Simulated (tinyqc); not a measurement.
## Resistance of a source-drain extension with a graded tip: abruptness at a fixed junction position

y runs along the channel, the gate covers y > 0. The doping is N0 for y < y0 and N0 10^(-(y - y0)/la) beyond, uniform over the depth xj. Sheet conductance s(y) = q mu(N) max(N - Nch, 0) xj + (for y > 0) ma Cox Vo, with mu(N) = u0 + (u1 - u0)/(1 + (N/Nr)^au) and Cox = eps0 eox/tox. Current is taken as one-dimensional; depletion of the tip, spreading and the contact are left out. The metallurgical junction lies at yj, where N = Nch.

R_spacer = integral of dy/s from -Ls to 0, R_ov from 0 to yj, R_channel = (Lg - 2 yj)/(ma Cox Vo), R_total = 2 R_spacer + 2 R_ov + R_channel. Electrical length L_eff = ma Cox dR_total/d(1/Vo); R_series = R_total - L_eff/(ma Cox Vo). y0 is moved with la so that yj stays at 12.165 nm.

Values chosen for this exercise; mobility law close to that of electrons in silicon:
```
symbol   value        unit                                                                 meaning
eox        3.9              relative permittivity of the gate insulator (close to silicon dioxide)
tox        1.6          nm                                                     insulator thickness
N0      6.6e19       cm^-3                        active doping of the extension far from the gate
xj           9          nm                                                  depth of the extension
Nch     7.8e17       cm^-3                                                          channel doping
Ls          15          nm                                                           spacer length
Vo        0.44           V                                                          gate overdrive
ma         130  cm^2/(V s)                                      mobility of the gate-induced layer
u1        1414  cm^2/(V s)                                                  mobility at low doping
u0        68.5  cm^2/(V s)                                                 mobility at high doping
Nr      9.2e16       cm^-3                                                        reference doping
au       0.711                                                                            exponent
Lg          90          nm                                                             gate length
```

Constants: q = 1.602176634e-19 C, eps0 = 8.8541878128e-14 F/cm where lengths are in cm. Results are converted to the units shown.

The same in every row: yj (nm) = 12.16; R_channel (ohm um) = 532.0.

Abruptness at a fixed junction position:

| la (nm/decade) | R_spacer (ohm um) | R_ov (ohm um) | R_total (ohm um) | L_eff (nm) | R_series (ohm um) |
|---|---|---|---|---|---|
| 1 | 19.71 | 19.80 | 611.0 | 67.38 | 65.15 |
| 2.3 | 19.71 | 27.65 | 626.7 | 68.99 | 67.83 |
| 3.6 | 19.71 | 35.51 | 642.4 | 70.60 | 70.52 |
| 4.9 | 19.71 | 43.37 | 658.1 | 72.21 | 73.20 |
| 6.1 | 19.71 | 50.62 | 672.6 | 73.69 | 75.68 |
| 7.4 | 20.69 | 57.80 | 688.9 | 75.24 | 79.43 |
| 8.7 | 24.50 | 63.27 | 707.5 | 76.61 | 86.92 |
| 10 | 31.05 | 67.46 | 729.0 | 77.78 | 98.95 |

As la goes from 1 to 10 nm/decade, R_total rises from 611 to 729 ohm um, R_spacer rises from 19.7 to 31.1 ohm um and R_ov rises from 19.8 to 67.5 ohm um. R_total changes on average by 13.1 ohm um for each nm/decade. L_eff exceeds the metallurgical length by 1.71 nm in the first row and 12.1 nm in the last, since the gate also controls the lightly doped tips.

Computed by the program tinyqc: `OMP_NUM_THREADS=1 python tinyqc.py 2282152 2282153 out.jsonl`, one thread of a shared Intel Xeon 2.30GHz, about 0.03 s for the whole run.
